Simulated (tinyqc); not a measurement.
Range and order of the fit: effective mass of the conduction band from tabulated energies.

c = hbar^2/2m0.
Constants: hbar^2/2m0 = 3.80998211 eV angstrom^2.

Energies along [110], from the band edge:

| k (1/angstrom) | E (meV) |
|---|---|
| 0.000000 | 0.00000 |
| 0.001500 | 0.62420 |
| 0.003000 | 2.47860 |
| 0.004500 | 5.51160 |
| 0.006000 | 9.64460 |
| 0.007500 | 14.78180 |
| 0.009000 | 20.81900 |
| 0.010500 | 27.65200 |
| 0.012000 | 35.18170 |

reference mass (curvature of the model at k = 0.0001 1/angstrom) = 0.013700 m0

Least-squares fits of E = a k^2 (+ b k^4 + d k^6) over points 1 to n, and the line y = c k^2/E against E; errors of m against the reference.

Results:

| n | E at point n (meV) | one term (%) | two terms (%) | three terms (%) | line (%) | rms residual, one term (meV) |
|---|---|---|---|---|---|---|
| 3 | 5.5 | 1.96 | 0.04 | 0.00 | 0.00 | 0.016 |
| 4 | 9.6 | 3.29 | 0.12 | 0.00 | 0.00 | 0.048 |
| 5 | 14.8 | 4.89 | 0.27 | 0.01 | 0.00 | 0.107 |
| 6 | 20.8 | 6.75 | 0.51 | 0.04 | 0.00 | 0.201 |
| 7 | 27.7 | 8.83 | 0.86 | 0.09 | 0.00 | 0.338 |
| 8 | 35.2 | 11.11 | 1.31 | 0.16 | 0.01 | 0.523 |

What does the comparison show?

The error of the parabola goes from +1.96 to +11.11 % as the range widens, and at n = 8 its residual, 0.52 meV, is only 1.5 % of the top energy: a small residual does not vouch for the mass. Over the full range (n = 8) the best form is the line (0.01 %); the line errs by 0.00 % at n = 3 and +0.01 % at n = 8. Without scatter, a narrower range or a second term is the cure: at n = 8 the errors are +11.11, +1.31 and +0.16 % for one, two and three terms. Three terms on three points interpolate exactly.

Program tinyqc; command `OMP_NUM_THREADS=1 python tinyqc.py 1850029 1850030 out.jsonl`; about 0.01 s on one thread of a shared Intel(R) Xeon(R) Processor @ 2.30GHz.
